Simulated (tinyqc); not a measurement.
Inside a calculation. Model: electromigration in a confined line: Blech product, Korhonen stress evolution and Black's law. Computed by tinyqc, a small Python program that keeps every step. Command: `OMP_NUM_THREADS=1 python tinyqc.py 3024644 3024645 out.jsonl emigr walk`. One thread of a shared host (Intel(R) Xeon(R) Processor @ 2.30GHz), about 0.01 s of CPU time with the checks. Intermediate numbers are printed to about 7 digits and carried at full precision; extremes and crossings named in words are read from the listed rows.

The electron wind pushes atoms from the cathode (x = 0) to the anode (x = L); blocking ends build a back stress (tension positive). The input rho is taken not to change with temperature. d sigma/dt = d/dx [kappa (d sigma/dx + G)], with zero flux at both ends and sigma = sigma_0 at t = 0.

Inputs (values chosen for the exercise, close to those used for aluminium lines):
```
quantity                              value          unit
resistivity rho                        3.28  micro-ohm cm
atomic volume Omega                    16.6    angstrom^3
effective charge number Z*              8.3             -
prefactor D0                        1.3e-07         m^2/s
activation energy E                   0.685            eV
effective modulus B                      32           GPa
critical stress sigma_c                 350           MPa
initial stress sigma_0                  120           MPa
current density j                       1.8       MA/cm^2
line length L                            77            um
test temperature T                      270             C
time as a fraction of L^2/kappa, s     0.15             -
use temperature T_u                      85             C
use current density j_u                 0.9       MA/cm^2
current exponent n                        2             -
```

Start: thermal stress.

Constants: e = 1.602176634e-19 C; k_B = 8.617333262e-05 eV/K; k_B = 1.380649e-23 J/K.

## Driving force and diffusivities

G = Z* e rho j/Omega; D = D0 exp(-E/(k_B T)); kappa = D B Omega/(k_B T); drift velocity of an unconfined line v = D Z* e rho j/(k_B T). SI: 1 micro-ohm cm = 1e-8 ohm m, 1 MA/cm^2 = 1e10 A/m^2. Temperatures in kelvin are T(C) + 273.15.

stress gradient G = 47.29625 MPa/um

diffusivity D = 5.727537e-14 m^2/s

kappa = 4.057167e-12 m^2/s

drift velocity = 21587.49 nm/h

## Steady state and Blech product

At steady state sigma(x) = sigma_0 + G (L/2 - x). A void forms only if the cathode stress reaches sigma_c, that is if j L exceeds (j L)_c = 2 Omega (sigma_c - sigma_0)/(Z* e rho). Time scale tau = L^2/kappa.

steady cathode stress = 1940.906 MPa

j L = 13860 A/cm

critical product (j L)_c = 1750.667 A/cm

tau = 0.4059346 h

j L is 7.92 times the critical product: the line can fail. Caution: a steady stress above sigma_c is formal, since a void forms first.

## Series terms at the cathode

sigma(x, t) = sigma_0 + G L [1/2 - x/L - 4 sum_(m odd) cos(m pi x/L) exp(-m^2 pi^2 s)/(m pi)^2], s = t/tau, summed to m = 399. The terms at x = 0 are 4 exp(-m^2 pi^2 s)/(m pi)^2; tau = L^2/kappa.

terms for m = 1, 3, 5, 7: 0.09221743  7.361950e-08  1.368170e-18  2.589112e-34

cathode stress at time s = 1605.067 MPa

time t = 0.06089018 h

Caution: the stress exceeds sigma_c: a void would already have formed and relaxed it, so the value is formal.

## Stress along the line

Steady state: sigma_0 + G L (1/2 - x/L). Take x/L = 0, 0.1, 0.2, 0.3, 0.4, 0.6, 0.8 and 1.

Stress (MPa):
```
x/L  at time s  steady state
0.0   1605.067      1940.906
0.1   1257.323      1576.725
0.2    940.844      1212.543
0.3    650.962       848.362
0.4    380.402       484.181
0.6   -140.402      -244.181
0.8   -700.844      -972.543
1.0  -1365.067     -1700.906
```

Caution: stresses above sigma_c are formal, since a void forms first.

## Finite line against the semi-infinite law

Semi-infinite line: sigma(0, t) = sigma_0 + 2 G L sqrt(s/pi). One-term form: keep m = 1 alone.

Cathode stress (MPa):
```
s             t (h)  full series  semi-infinite  one term
0.002  8.118691e-04      303.775        303.775   493.784
0.005  2.029673e-03      410.575        410.575   536.003
0.01   4.059346e-03      530.934        530.934   603.650
0.02   8.118691e-03      701.149        701.149   729.328
0.05   2.029673e-02     1037.896       1038.877  1039.829
0.1    4.059346e-02     1390.777       1419.489  1390.800
0.2    8.118691e-02     1735.877       1957.755  1735.877
0.4    1.623738e-01     1912.425       2718.978  1912.425
0.8    3.247477e-01     1940.356       3795.509  1940.356
```

Among these rows the semi-infinite law holds to 1 % up to s = 0.05 and the one-term form from s = 0.05 on: the far end is felt once sqrt(kappa t) is no longer small against L, and by then the terms with m > 1 have nearly died out. The critical stress 350 MPa is passed between s = 0.002 and 0.005. Caution: rows beyond sigma_c are formal, since a void ends the model there.

## Time to nucleate a void

Solve sigma(0, t) = sigma_c for s; the semi-infinite estimate is t = (pi/kappa) ((sigma_c - sigma_0)/(2 G))^2.

nucleation time = 0.001271647 h

semi-infinite estimate = 0.001271647 h

The two agree: the void nucleates before the far end is felt, so the time scales as 1/j^2 and not with L.

## Extrapolation by Black's law

Median life t50 = A j^(-n) exp(E/(k_B T)); acceleration factor = t50(use)/t50(test) = (j/j_u)^n exp[(E/k_B)(1/T_u - 1/T)].

current factor = 4

temperature factor = 1919.273

acceleration factor = 7677.093

At the use current j_u L exceeds the critical product.

Checks made by the program: series against a 200-cell finite-volume solution (on the scale of G L) (relative difference 2e-06).
